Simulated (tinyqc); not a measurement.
Worked calculation: RKS/exchange-only LDA in the 6-31g basis, for H2, spin multiplicity 1. One step of it, computed by the program tinyqc.

Question. Iteration 2: building the Kohn-Sham matrix. J_ij = sum D_kl (ij|kl); F = H + J + V_xc; E = tr D H + tr D J / 2 + E_xc + E_nn.

D after iteration 1, lower triangle:
```
,1H 1s,1H 2s,2H 1s,2H 2s
1H 1s,0.146378
1H 2s,0.198489,0.269151
2H 1s,0.146378,0.198489,0.146378
2H 2s,0.198489,0.269151,0.198489,0.269151
```

core Hamiltonian H = T + V (hartree), lower triangle:
```
,1H 1s,1H 2s,2H 1s,2H 2s
1H 1s,-0.688771
1H 2s,-0.765643,-0.803234
2H 1s,-0.268992,-0.446837,-0.688771
2H 2s,-0.446837,-0.613389,-0.765643,-0.803234
```

Two-electron integrals (ij|kl) in chemists' order, unique and non-zero (hartree):
```
i,j,k,l,(ij|kl)
1,1,1,1,1.076566
2,1,1,1,0.578470
2,1,2,1,0.329423
2,2,1,1,0.587396
2,2,2,1,0.361304
2,2,2,2,0.453150
3,1,1,1,0.099330
3,1,2,1,0.059171
3,1,2,2,0.069335
3,1,3,1,0.016545
3,2,1,1,0.163973
3,2,2,1,0.104128
3,2,2,2,0.138259
3,2,3,1,0.032694
3,2,3,2,0.079217
3,3,1,1,0.429375
3,3,2,1,0.279666
3,3,2,2,0.393155
3,3,3,1,0.099330
3,3,3,2,0.274143
3,3,3,3,1.076566
4,1,1,1,0.274143
4,1,2,1,0.157573
4,1,2,2,0.175389
4,1,3,1,0.032694
4,1,3,2,0.059362
4,1,3,3,0.163973
4,1,4,1,0.079217
4,2,1,1,0.339048
4,2,2,1,0.211489
4,2,2,2,0.273824
4,2,3,1,0.050114
4,2,3,2,0.110512
4,2,3,3,0.339048
4,2,4,1,0.110512
4,2,4,2,0.190402
4,3,1,1,0.279666
4,3,2,1,0.180975
4,3,2,2,0.252282
4,3,3,1,0.059171
4,3,3,2,0.157573
4,3,3,3,0.578470
4,3,4,1,0.104128
4,3,4,2,0.211489
4,3,4,3,0.329423
4,4,1,1,0.393155
4,4,2,1,0.252282
4,4,2,2,0.350249
4,4,3,1,0.069335
4,4,3,2,0.175389
4,4,3,3,0.587396
4,4,4,1,0.138259
4,4,4,2,0.273824
4,4,4,3,0.361304
4,4,4,4,0.453150
```

nuclear repulsion = 0.43127727 hartree

V_xc (hartree), lower triangle:
```
,1H 1s,1H 2s,2H 1s,2H 2s
1H 1s,-0.404047
1H 2s,-0.223650,-0.234267
2H 1s,-0.051990,-0.114273,-0.404047
2H 2s,-0.114273,-0.165173,-0.223650,-0.234267
```

E_xc = sum of w rho eps_xc = -0.46261651 hartree

Give: Coulomb J; Kohn-Sham matrix F; total energy of this density.

Answer.

Coulomb J (hartree), lower triangle:
```
,1H 1s,1H 2s,2H 1s,2H 2s
1H 1s,1.2105
1H 2s,0.7284,0.8956
2H 1s,0.1712,0.3765,1.2105
2H 2s,0.3765,0.6195,0.7284,0.8956
```

Kohn-Sham matrix F (hartree), lower triangle:
```
,1H 1s,1H 2s,2H 1s,2H 2s
1H 1s,0.1177
1H 2s,-0.2609,-0.1419
2H 1s,-0.1498,-0.1846,0.1177
2H 2s,-0.1846,-0.1591,-0.2609,-0.1419
```

total energy of this density = -0.988297 hartree
